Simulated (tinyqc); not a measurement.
## Dose and depth of a threshold implant

Inverse problem. A sheet of D acceptors per cm^2 lies at depth xi inside the depleted layer of a body doped Na. In the depletion approximation VT = Vfb + f2 + q D/Cox + gamma sqrt(f2 + Vsb - q D xi/(eps0 eps_r)), gamma = sqrt(2 eps0 eps_r q Na)/Cox, Cox = eps0 eox/tox. Find gamma, D and xi.

Values chosen for this exercise; band and dielectric values close to those of silicon: relative permittivity eps_r = 11.7; acceptor density deep in the body Na = 1e16 cm^-3; relative permittivity of the gate insulator (close to silicon dioxide) eox = 3.9; insulator thickness tox = 2.2 nm; flat-band voltage Vfb = -0.42 V; band bending 2 phiF at threshold f2 = 0.701 V.

Constants: q = 1.602176634e-19 C, eps0 = 8.8541878128e-14 F/cm where lengths are in cm. Results are converted to the units shown.

VT against the source at Vsb = 0 and 1.2 V (V): [0.47731827, 0.50074757]

Answer. With y^2 = f2 - q D xi/(eps0 eps_r) and d the difference of the thresholds over gamma, sqrt(y^2 + Vsb) - y = d gives y = (Vsb - d^2)/(2 d). The first threshold then gives D, and y^2 gives xi.

gamma = 0.03671 V^0.5
D = 1.700e12 cm^-2
xi = 12.00 nm

Numbers from tinyqc (`OMP_NUM_THREADS=1 python tinyqc.py 2080083 2080084 out.jsonl`; about 0.4 s on one thread of a shared Intel Xeon 2.30GHz).
